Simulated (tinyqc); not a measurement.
From Debye to Thomas-Fermi: static screening by free carriers.

kF = (3 pi^2 n/Mv)^(1/3), EF = c kF^2/m with c = hbar^2/2m0, n in 1/angstrom^3 (1e-24 per 1/cm^3), e2 = e^2/(4 pi eps0). Thomas-Fermi: qTF^2 = 6 pi e2 n/(eps EF). Debye: qD^2 = 4 pi e2 n/(eps kB T).

F_j(eta) = (1/Gamma(j + 1)) integral_0^infinity x^j dx/(1 + exp(x - eta)), which tends to exp(eta) for eta << 0.

At finite T: qs^2 = qD^2 F_-1/2(eta)/F_1/2(eta), where n = Mv N F_1/2(eta) and N = 2 (m kB T/(4 pi c))^(3/2) with c = hbar^2/2m0, in 1/angstrom^3; times 1e24 for 1/cm^3.

Constants: hbar^2/2m0 = 3.80998211 eV angstrom^2; e^2/(4 pi eps0) = 14.39964547 eV angstrom; kB = 8.617333262e-05 eV/K.

Inputs chosen for the exercise (near those of Si; shifted at random, so the results belong to these values and not to a real crystal): m = 0.3157 m0 (mass of one isotropic valley); Mv = 6 (valleys); eps = 11.9 (background dielectric constant); T = 77 K.

Screening lengths (angstrom):
```
n (1/cm^3)    eta  Debye  Thomas-Fermi  finite T
1.0e+16     -5.85  208.9         26.68     209.0
7.0e+16     -3.90  78.95         19.29     79.23
3.0e+17     -2.42  38.14         15.14     38.72
1.0e+18     -1.14  20.89         12.38     21.92
5.0e+18      0.86  9.342         9.470     11.40
2.0e+19      3.65  4.671         7.517     7.783
7.0e+19      8.86  2.497         6.100     6.134
2.0e+20     17.98  1.477         5.121     5.128
```

Debye is within 5 % of the finite-T length up to 1e+18 1/cm^3 of the densities listed and Thomas-Fermi from 2e+19 on. The length goes as n^-0.50 at the low end and n^-0.17 at the high end, against the limits -1/2 and -1/6. Both limits give too short a length.

(tinyqc, `OMP_NUM_THREADS=1 python tinyqc.py 1681075 1681076 out.jsonl`, Intel(R) Xeon(R) Processor @ 2.30GHz, 1 thread, shared host, about 0.01 s.)
